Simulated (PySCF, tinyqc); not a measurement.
RHF in the 6-311g basis, for H2, spin multiplicity 1, step by step. The lowest restricted solution is unstable here: a spin-polarised one lies 0.0055 hartree lower (PySCF). Computed by tinyqc, a small Python program that keeps every step (integrals from PySCF). Settings: charge = 0, multiplicity = 1, basis = 6-311g, energy threshold = 1e-09, iteration cap = 67, orthogonalisation = symmetric, start = highest core orbitals, DIIS depth = 8, method = RHF. Command: `OMP_NUM_THREADS=1 python tinyqc.py 28833 28834 out.jsonl` (the two numbers bound the seeds that draw the settings). One thread of a shared host (Intel(R) Xeon(R) Processor @ 2.60GHz), about 0.05 s of CPU time with the checks. Later iterations appear only in the table of the cycle.

## One-electron integrals

Geometry (angstrom):
```
atom        x        y        z
H     0.00000  0.00000  0.00000
H     0.00000  0.00000  1.33000
```

Basis 6-311g: exponents (1/bohr^2) and contraction coefficients of normalised primitives:
```
element  l (shell)  exponent  coefficient
H            s (1)  33.86500      0.02549
H            s (1)   5.09479      0.19037
H            s (1)   1.15879      0.85216
H            s (2)   0.32584      1.00000
H            s (3)   0.10274      1.00000
```

Overlap, kinetic and nuclear-attraction integrals over the contracted functions; the nuclear repulsion is the sum of Za Zb / Rab.

nuclear repulsion = 0.3978776 hartree

overlap S, lower triangle:
```
         1H 1s    1H 2s    1H 3s    2H 1s    2H 2s    2H 3s
1H 1s  1.00000
1H 2s  0.70638  1.00000
1H 3s  0.37366  0.78896  1.00000
2H 1s  0.01927  0.13803  0.20523  1.00000
2H 2s  0.13803  0.35731  0.48169  0.70638  1.00000
2H 3s  0.20523  0.48169  0.72289  0.37366  0.78896  1.00000
```

kinetic energy T (hartree), lower triangle:
```
          1H 1s     1H 2s    1H 3s    2H 1s    2H 2s    2H 3s
1H 1s   2.30435
1H 2s   0.54912   0.48876
1H 3s   0.10635   0.18488  0.15411
2H 1s  -0.05169  -0.00947  0.03507  2.30435
2H 2s  -0.00947   0.05482  0.07575  0.54912  0.48876
2H 3s   0.03507   0.07575  0.08730  0.10635  0.18488  0.15411
```

nuclear attraction V (hartree), lower triangle:
```
          1H 1s     1H 2s     1H 3s     2H 1s     2H 2s     2H 3s
1H 1s  -2.50897
1H 2s  -1.34177  -1.30714
1H 3s  -0.66366  -0.89045  -0.86675
2H 1s  -0.03097  -0.24771  -0.36612  -2.50897
2H 2s  -0.24771  -0.48258  -0.57091  -1.34177  -1.30714
2H 3s  -0.36612  -0.57091  -0.66674  -0.66366  -0.89045  -0.86675
```

core Hamiltonian H = T + V (hartree), lower triangle:
```
          1H 1s     1H 2s     1H 3s     2H 1s     2H 2s     2H 3s
1H 1s  -0.20463
1H 2s  -0.79265  -0.81838
1H 3s  -0.55731  -0.70557  -0.71264
2H 1s  -0.08266  -0.25718  -0.33106  -0.20463
2H 2s  -0.25718  -0.42776  -0.49516  -0.79265  -0.81838
2H 3s  -0.33106  -0.49516  -0.57944  -0.55731  -0.70557  -0.71264
```

## Two-electron integrals

Functions are numbered as in S; the eight-fold symmetry (ij|kl) = (ji|kl) = (kl|ij) leaves the list below.

Two-electron integrals (ij|kl) in chemists' order, unique and non-zero (hartree):
```
(11|11) 1.39303   (21|11) 0.82297   (21|21) 0.50970   (22|11) 0.82290
(22|21) 0.54303   (22|22) 0.64411   (31|11) 0.41126   (31|21) 0.25776
(31|22) 0.27987   (31|31) 0.13079   (32|11) 0.54368   (32|21) 0.36577
(32|22) 0.45267   (32|31) 0.18980   (32|32) 0.32514   (33|11) 0.49402
(33|21) 0.34012   (33|22) 0.44599   (33|31) 0.17804   (33|32) 0.33178
(33|33) 0.36168   (41|11) 0.01474   (41|21) 0.00996   (41|22) 0.01220
(41|31) 0.00516   (41|32) 0.00865   (41|33) 0.00858   (41|41) 0.00045
(42|11) 0.06912   (42|21) 0.04841   (42|22) 0.06545   (42|31) 0.02549
(42|32) 0.04909   (42|33) 0.05336   (42|41) 0.00247   (42|42) 0.01902
(43|11) 0.08827   (43|21) 0.06212   (43|22) 0.08577   (43|31) 0.03279
(43|32) 0.06546   (43|33) 0.07375   (43|41) 0.00310   (43|42) 0.02664
(43|43) 0.03933   (44|11) 0.39785   (44|21) 0.28091   (44|22) 0.39396
(44|31) 0.14853   (44|32) 0.30443   (44|33) 0.35024   (44|41) 0.01474
(44|42) 0.14558   (44|43) 0.22305   (44|44) 1.39303   (51|11) 0.14558
(51|21) 0.09208   (51|22) 0.10142   (51|31) 0.04685   (51|32) 0.06914
(51|33) 0.06527   (51|41) 0.00247   (51|42) 0.01210   (51|43) 0.01526
(51|44) 0.06912   (51|51) 0.01902   (52|11) 0.22876   (52|21) 0.15536
(52|22) 0.19609   (52|31) 0.08088   (52|32) 0.14219   (52|33) 0.14717
(52|41) 0.00553   (52|42) 0.03478   (52|43) 0.04691   (52|44) 0.22876
(52|51) 0.03478   (52|52) 0.08223   (53|11) 0.22709   (53|21) 0.15736
(53|22) 0.20938   (53|31) 0.08256   (53|32) 0.15693   (53|33) 0.17296
(53|41) 0.00598   (53|42) 0.04344   (53|43) 0.06245   (53|44) 0.31752
(53|51) 0.03566   (53|52) 0.09523   (53|53) 0.12120   (54|11) 0.28091
(54|21) 0.19816   (54|22) 0.27660   (54|31) 0.10472   (54|32) 0.21310
(54|33) 0.24468   (54|41) 0.00996   (54|42) 0.09208   (54|43) 0.14015
(54|44) 0.82297   (54|51) 0.04841   (54|52) 0.15536   (54|53) 0.21448
(54|54) 0.50970   (55|11) 0.39396   (55|21) 0.27660   (55|22) 0.38098
(55|31) 0.14588   (55|32) 0.29171   (55|33) 0.33419   (55|41) 0.01220
(55|42) 0.10142   (55|43) 0.15280   (55|44) 0.82290   (55|51) 0.06545
(55|52) 0.19609   (55|53) 0.26796   (55|54) 0.54303   (55|55) 0.64411
(61|11) 0.22305   (61|21) 0.14015   (61|22) 0.15280   (61|31) 0.07117
(61|32) 0.10379   (61|33) 0.09755   (61|41) 0.00310   (61|42) 0.01526
(61|43) 0.01950   (61|44) 0.08827   (61|51) 0.02664   (61|52) 0.04691
(61|53) 0.04795   (61|54) 0.06212   (61|55) 0.08577   (61|61) 0.03933
(62|11) 0.31752   (62|21) 0.21448   (62|22) 0.26796   (62|31) 0.11146
(62|32) 0.19348   (62|33) 0.19921   (62|41) 0.00598   (62|42) 0.03566
(62|43) 0.04795   (62|44) 0.22709   (62|51) 0.04344   (62|52) 0.09523
(62|53) 0.10788   (62|54) 0.15736   (62|55) 0.20938   (62|61) 0.06245
(62|62) 0.12120   (63|11) 0.32412   (63|21) 0.22419   (63|22) 0.29774
(63|31) 0.11757   (63|32) 0.22340   (63|33) 0.24798   (63|41) 0.00682
(63|42) 0.04643   (63|43) 0.06618   (63|44) 0.32412   (63|51) 0.04643
(63|52) 0.11520   (63|53) 0.14358   (63|54) 0.22419   (63|55) 0.29774
(63|61) 0.06618   (63|62) 0.14358   (63|63) 0.18900   (64|11) 0.14853
(64|21) 0.10472   (64|22) 0.14588   (64|31) 0.05533   (64|32) 0.11226
(64|33) 0.12882   (64|41) 0.00516   (64|42) 0.04685   (64|43) 0.07117
(64|44) 0.41126   (64|51) 0.02549   (64|52) 0.08088   (64|53) 0.11146
(64|54) 0.25776   (64|55) 0.27987   (64|61) 0.03279   (64|62) 0.08256
(64|63) 0.11757   (64|64) 0.13079   (65|11) 0.30443   (65|21) 0.21310
(65|22) 0.29171   (65|31) 0.11226   (65|32) 0.22292   (65|33) 0.25575
(65|41) 0.00865   (65|42) 0.06914   (65|43) 0.10379   (65|44) 0.54368
(65|51) 0.04909   (65|52) 0.14219   (65|53) 0.19348   (65|54) 0.36577
(65|55) 0.45267   (65|61) 0.06546   (65|62) 0.15693   (65|63) 0.22340
(65|64) 0.18980   (65|65) 0.32514   (66|11) 0.35024   (66|21) 0.24468
(66|22) 0.33419   (66|31) 0.12882   (66|32) 0.25575   (66|33) 0.29659
(66|41) 0.00858   (66|42) 0.06527   (66|43) 0.09755   (66|44) 0.49402
(66|51) 0.05336   (66|52) 0.14717   (66|53) 0.19921   (66|54) 0.34012
(66|55) 0.44599   (66|61) 0.07375   (66|62) 0.17296   (66|63) 0.24798
(66|64) 0.17804   (66|65) 0.33178   (66|66) 0.36168
```

## Orthogonalisation

S = U s U^T; symmetric (Loewdin) form X = U s^(-1/2) U^T, so that X^T S X = 1.

eigenvalues of S: 0.06418  0.12884  0.34674  0.70559  1.48961  3.26504

X, lower triangle:
```
          1H 1s     1H 2s     1H 3s     2H 1s     2H 2s    2H 3s
1H 1s   1.37203
1H 2s  -0.74332   2.10530
1H 3s   0.20311  -1.00308   2.02000
2H 1s   0.01626   0.04313  -0.05679   1.37203
2H 2s   0.04313  -0.20669   0.17099  -0.74332   2.10530
2H 3s  -0.05679   0.17099  -0.77702   0.20311  -1.00308  2.02000
```

## Starting guess

The start is the highest orbitals of the core Hamiltonian (a deliberately bad start); D = 2 C_occ C_occ^T.

D at the start, lower triangle:
```
          1H 1s     1H 2s     1H 3s     2H 1s     2H 2s    2H 3s
1H 1s   2.41254
1H 2s  -3.60489   5.38652
1H 3s   2.31239  -3.45523   2.21639
2H 1s  -2.41254   3.60489  -2.31239   2.41254
2H 2s   3.60489  -5.38652   3.45523  -3.60489   5.38652
2H 3s  -2.31239   3.45523  -2.21639   2.31239  -3.45523  2.21639
```

## Iteration 1: building the Fock matrix

J_ij = sum D_kl (ij|kl), K_ij = sum D_kl (ik|jl); F = H + J - 0.5 K; E = tr D H + tr D J / 2 - 0.25 tr D K + E_nn.

Coulomb J (hartree), lower triangle:
```
         1H 1s    1H 2s    1H 3s    2H 1s    2H 2s    2H 3s
1H 1s  1.41501
1H 2s  0.87831  1.00945
1H 3s  0.44799  0.72139  0.74998
2H 1s  0.02287  0.16916  0.24788  1.41501
2H 2s  0.16916  0.37185  0.45638  0.87831  1.00945
2H 3s  0.24788  0.45638  0.56796  0.44799  0.72139  0.74998
```

exchange K (hartree), lower triangle:
```
          1H 1s    1H 2s    1H 3s    2H 1s    2H 2s    2H 3s
1H 1s   0.56624
1H 2s   0.12899  0.08534
1H 3s   0.04083  0.04655  0.03437
2H 1s  -0.09379  0.03668  0.03853  0.56624
2H 2s   0.03668  0.01598  0.02385  0.12899  0.08534
2H 3s   0.03853  0.02385  0.02372  0.04083  0.04655  0.03437
```

Fock matrix F (hartree), lower triangle:
```
          1H 1s     1H 2s     1H 3s     2H 1s     2H 2s    2H 3s
1H 1s   0.92726
1H 2s   0.02116   0.14840
1H 3s  -0.12974  -0.00746   0.02016
2H 1s  -0.01290  -0.10636  -0.10244   0.92726
2H 2s  -0.10636  -0.06390  -0.05071   0.02116   0.14840
2H 3s  -0.10244  -0.05071  -0.02334  -0.12974  -0.00746  0.02016
```

total energy of this density = 4.1362241 hartree

## Iteration 1: diagonalisation and new density

Diagonalise F' = X^T F X, C = X C', fill 1 alpha and 1 beta electrons from the bottom; D = 2 C_occ C_occ^T. Each column has its largest component positive (the first on a tie).

F' = X^T F X (hartree), lower triangle:
```
          1         2         3         4         5        6
1   1.72020
2  -0.91668   0.95888
3   0.05490  -0.27682   0.21233
4   0.16671  -0.10850  -0.06127   1.72020
5  -0.10850  -0.06844   0.03242  -0.91668   0.95888
6  -0.06127   0.03242  -0.08254   0.05490  -0.27682  0.21233
```

orbital energies (hartree): MO1 -0.03334, MO2 0.14480, MO3 0.40550, MO4 0.54985, MO5 2.18104, MO6 2.53498

coefficients C:
```
           MO1       MO2       MO3       MO4       MO5       MO6
1H 1s  0.10075   0.08558   0.05756  -0.10048  -1.11564  -1.09820
1H 2s  0.09584  -0.01885   1.01335  -1.15090   1.53172   1.16517
1H 3s  0.42313   1.30499  -0.86627   1.43950  -0.92707  -0.44714
2H 1s  0.10075  -0.08558   0.05756   0.10048   1.11564  -1.09820
2H 2s  0.09584   0.01885   1.01335   1.15090  -1.53172   1.16517
2H 3s  0.42313  -1.30499  -0.86627  -1.43950   0.92707  -0.44714
```

D after iteration 1, lower triangle:
```
         1H 1s    1H 2s    1H 3s    2H 1s    2H 2s    2H 3s
1H 1s  0.02030
1H 2s  0.01931  0.01837
1H 3s  0.08526  0.08110  0.35808
2H 1s  0.02030  0.01931  0.08526  0.02030
2H 2s  0.01931  0.01837  0.08110  0.01931  0.01837
2H 3s  0.08526  0.08110  0.35808  0.08526  0.08110  0.35808
```

## Iteration 2: building the Fock matrix

As before.

Coulomb J (hartree), lower triangle:
```
         1H 1s    1H 2s    1H 3s    2H 1s    2H 2s    2H 3s
1H 1s  1.02753
1H 2s  0.69682  0.89339
1H 3s  0.36318  0.65987  0.71491
2H 1s  0.02083  0.14265  0.20384  1.02753
2H 2s  0.14265  0.34293  0.42299  0.69682  0.89339
2H 3s  0.20384  0.42299  0.54418  0.36318  0.65987  0.71491
```

exchange K (hartree), lower triangle:
```
         1H 1s    1H 2s    1H 3s    2H 1s    2H 2s    2H 3s
1H 1s  0.37780
1H 2s  0.44826  0.63128
1H 3s  0.39084  0.60416  0.62466
2H 1s  0.15406  0.28147  0.32401  0.37780
2H 2s  0.28147  0.47866  0.53346  0.44826  0.63128
2H 3s  0.32401  0.53346  0.58683  0.39084  0.60416  0.62466
```

Fock matrix F (hartree), lower triangle:
```
          1H 1s     1H 2s     1H 3s     2H 1s     2H 2s     2H 3s
1H 1s   0.63401
1H 2s  -0.31996  -0.24063
1H 3s  -0.38955  -0.34778  -0.31006
2H 1s  -0.13886  -0.25526  -0.28923   0.63401
2H 2s  -0.25526  -0.32417  -0.33891  -0.31996  -0.24063
2H 3s  -0.28923  -0.33891  -0.32867  -0.38955  -0.34778  -0.31006
```

total energy of this density = -0.9587058 hartree

## Iteration 2: DIIS over 2 matrices

error matrix X^T (FDS - SDF) X:
```
         1         2         3        4         5         6
1  0.00000  -0.04698  -0.12301  0.00000  -0.04698  -0.12301
2  0.04698   0.00000  -0.09580  0.04698   0.00000  -0.09580
3  0.12301   0.09580   0.00000  0.12301   0.09580   0.00000
4  0.00000  -0.04698  -0.12301  0.00000  -0.04698  -0.12301
5  0.04698   0.00000  -0.09580  0.04698   0.00000  -0.09580
6  0.12301   0.09580   0.00000  0.12301   0.09580   0.00000
```

B (overlaps of the stored error matrices):
```
               1              2
1  2.2608439e-01  0.0000000e+00
2  0.0000000e+00  2.1211600e-01
```

Minimise |sum c_i e_i|^2 with sum c_i = 1: solve [B -1; -1 0][c; lambda] = [0; -1] with B_ij = tr e_i^T e_j, and take F = sum c_i F_i.

DIIS coefficients: 0.48406  0.51594

extrapolated F (hartree), lower triangle:
```
          1H 1s     1H 2s     1H 3s     2H 1s     2H 2s     2H 3s
1H 1s   0.77596
1H 2s  -0.15484  -0.05232
1H 3s  -0.26379  -0.18304  -0.15021
2H 1s  -0.07789  -0.18319  -0.19881   0.77596
2H 2s  -0.18319  -0.19818  -0.19940  -0.15484  -0.05232
2H 3s  -0.19881  -0.19940  -0.18087  -0.26379  -0.18304  -0.15021
```

## Iteration 2: diagonalisation and new density

As before.

F' = X^T F X (hartree), lower triangle:
```
          1         2         3         4         5        6
1   1.65598
2  -1.02310   0.90814
3   0.02357  -0.33471   0.15725
4   0.10716  -0.08614  -0.09158   1.65598
5  -0.08614  -0.13004   0.00212  -1.02310   0.90814
6  -0.09158   0.00212  -0.12212   0.02357  -0.33471  0.15725
```

orbital energies (hartree): MO1 -0.27297, MO2 0.07875, MO3 0.35866, MO4 0.47938, MO5 2.30823, MO6 2.49068

coefficients C:
```
           MO1       MO2       MO3       MO4       MO5       MO6
1H 1s  0.12206   0.11475   0.05939  -0.10821  -1.11229  -1.09594
1H 2s  0.20406   0.11160   0.97809  -1.11545   1.55384   1.18127
1H 3s  0.31923   1.11561  -0.90580   1.58365  -0.93919  -0.45499
2H 1s  0.12206  -0.11475   0.05939   0.10821   1.11229  -1.09594
2H 2s  0.20406  -0.11160   0.97809   1.11545  -1.55384   1.18127
2H 3s  0.31923  -1.11561  -0.90580  -1.58365   0.93919  -0.45499
```

D after iteration 2, lower triangle:
```
         1H 1s    1H 2s    1H 3s    2H 1s    2H 2s    2H 3s
1H 1s  0.02980
1H 2s  0.04982  0.08328
1H 3s  0.07793  0.13028  0.20381
2H 1s  0.02980  0.04982  0.07793  0.02980
2H 2s  0.04982  0.08328  0.13028  0.04982  0.08328
2H 3s  0.07793  0.13028  0.20381  0.07793  0.13028  0.20381
```

## Iteration 7 (converged): orbitals

converged F (hartree), lower triangle:
```
          1H 1s     1H 2s     1H 3s     2H 1s     2H 2s     2H 3s
1H 1s   0.71674
1H 2s  -0.29381  -0.19937
1H 3s  -0.38118  -0.30409  -0.24337
2H 1s  -0.17373  -0.28169  -0.29492   0.71674
2H 2s  -0.28169  -0.32839  -0.31379  -0.29381  -0.19937
2H 3s  -0.29492  -0.31379  -0.27270  -0.38118  -0.30409  -0.24337
```

As before.

F' = X^T F X (hartree), lower triangle:
```
          1         2         3         4         5        6
1   1.71362
2  -1.15633   0.90705
3  -0.00833  -0.37670   0.15347
4   0.03397  -0.08754  -0.12710   1.71362
5  -0.08754  -0.20595  -0.02183  -1.15633   0.90705
6  -0.12710  -0.02183  -0.13225  -0.00833  -0.37670  0.15347
```

orbital energies (hartree): MO1 -0.46694, MO2 0.05844, MO3 0.35842, MO4 0.47484, MO5 2.54509, MO6 2.57843

coefficients C:
```
           MO1       MO2       MO3       MO4       MO5       MO6
1H 1s  0.14174   0.12845   0.04558  -0.09718  -1.11181  -1.09423
1H 2s  0.29428   0.15754   0.95023  -1.11511   1.55010   1.18496
1H 3s  0.22449   1.03924  -0.93523   1.64332  -0.92419  -0.45203
2H 1s  0.14174  -0.12845   0.04558   0.09718   1.11181  -1.09423
2H 2s  0.29428  -0.15754   0.95023   1.11511  -1.55010   1.18496
2H 3s  0.22449  -1.03924  -0.93523  -1.64332   0.92419  -0.45203
```

D after iteration 7, lower triangle:
```
         1H 1s    1H 2s    1H 3s    2H 1s    2H 2s    2H 3s
1H 1s  0.04018
1H 2s  0.08342  0.17320
1H 3s  0.06364  0.13212  0.10079
2H 1s  0.04018  0.08342  0.06364  0.04018
2H 2s  0.08342  0.17320  0.13212  0.08342  0.17320
2H 3s  0.06364  0.13212  0.10079  0.06364  0.13212  0.10079
```

## Convergence

Stop when the energy changes by less than 1e-09 hartree and every element of the error matrix X^T (F D S - S D F) X is below 9e-06.

Course of the cycle:
```
iteration  E (hartree)     change  largest element of the error matrix
1            4.1362241          -                             1.54e-01
2           -0.9587058  -5.09e+00                             1.23e-01
3           -1.0158811  -5.72e-02                             5.92e-02
4           -1.0321501  -1.63e-02                             1.78e-03
5           -1.0321588  -8.75e-06                             1.58e-04
6           -1.0321590  -1.32e-07                             7.13e-07
7           -1.0321590  -2.05e-12                             3.28e-07
```

PySCF RHF in the same basis = -1.0321590 hartree

Converged in 7 iterations.

## Populations, bond orders and dipole

Mulliken: Z minus the diagonal of D S on the atom; Loewdin: the same with S^(1/2) D S^(1/2); Mayer order: 2 sum_s sum (D(s) S)_ij (D(s) S)_ji over the two atoms.

Charges (e):
```
atom  Mulliken  Loewdin
1H           0        0
2H           0        0
```

Mayer bond orders:
```
pair    order
2-1   1.00000
```

dipole moment about the origin, x y z (debye): 0.00000  0.00000  0.00000
